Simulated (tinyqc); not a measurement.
Velocity against current: domain walls in a thin film with perpendicular anisotropy: Bloch, Neel and chiral walls, motion and stripe domains. Computed by tinyqc, a small Python program. Command: `OMP_NUM_THREADS=1 python tinyqc.py 3013466 3013467 out.jsonl mwall walk`. One thread of a shared host (Intel(R) Xeon(R) Processor @ 2.30GHz), about 0.01 s of CPU time with the checks.

One-dimensional wall: polar angle theta(x), azimuth phi of the moment in the wall (phi = 0 Neel, 90 degrees Bloch). mu_0 = 1.25663706212e-6 T m/A, gamma = 1.76085963023e11 rad/(s T).

Inputs (values chosen for the exercise, for a model film): saturation magnetisation M_s = 597 kA/m; exchange stiffness A = 22 pJ/m; uniaxial anisotropy K_u = 398 kJ/m^3; DMI constant D = 0.74 mJ/m^2; thickness t = 1.8 nm; damping alpha = 0.19; current density J = 0.91 1e12 A/m^2; spin Hall angle theta_SH = 0.06.

Drive: spin-orbit torque.

Constants: hbar = 1.054571817e-34 J s; e = 1.602176634e-19 C.

Method:
- K_eff = K_u - mu_0 M_s^2/2; Delta = sqrt(A/K_eff); sigma_0 = 4 sqrt(A K_eff); profile theta = 2 arctan exp(x/Delta); quality factor Q = 2 K_u/(mu_0 M_s^2).
- sigma(phi) = sigma_0 + 2 Delta K_D cos^2(phi) - pi D cos(phi), with the wall shape anisotropy K_D = N_x mu_0 M_s^2/2, N_x = t ln 2/(pi Delta). The minimum has cos(phi) = D/D_N for D < D_N = 4 Delta K_D/pi and phi = 0 beyond; sigma turns negative at D_c = (sigma_0 + 2 Delta K_D)/pi.
- Spin-orbit drive: B_SL = hbar theta_SH J/(2 e M_s t) acts as the field (pi/2) B_SL cos(phi). Steady state: v = (gamma Delta/alpha)(pi/2) B_SL cos(phi) = gamma Delta [B_D sin(phi) - (B_K/2) sin(2 phi)], B_K = 2 K_D/M_s, B_D = pi D/(2 M_s Delta); the root with phi between its rest value and 90 degrees; v saturates at v_D = gamma Delta B_D.

K_D = 7.91073 kJ/m^3

width parameter Delta = 11.2424 nm

azimuth phi = 0 degrees

saturation velocity v_D = 342.848 m/s

Steady motion:
```
J (1e12 A/m^2)  B_SL (mT)  phi (degrees)  v (m/s)  v at fixed rest phi (m/s)
0.02                0.368          1.187     6.01                        6.0
0.05                0.919          2.964    15.02                       15.0
0.10                1.838          5.907    29.91                       30.1
0.20                3.675         11.660    58.91                       60.1
0.50                9.188         26.925   134.07                      150.4
1.00               18.376         44.554   214.31                      300.7
2.00               36.751         62.112   281.34                      601.5
5.00               91.878         77.566   323.77                     1503.7
```

The linear law holds to 5 % in 4 of the eight rows; in the last row v is 94.4 % of v_D = pi gamma D/(2 M_s), which depends on neither alpha nor theta_SH. Caution: pinning, heating and tilting of the wall are left out.

Extremes, crossings and ranges named in words are read from the listed rows.
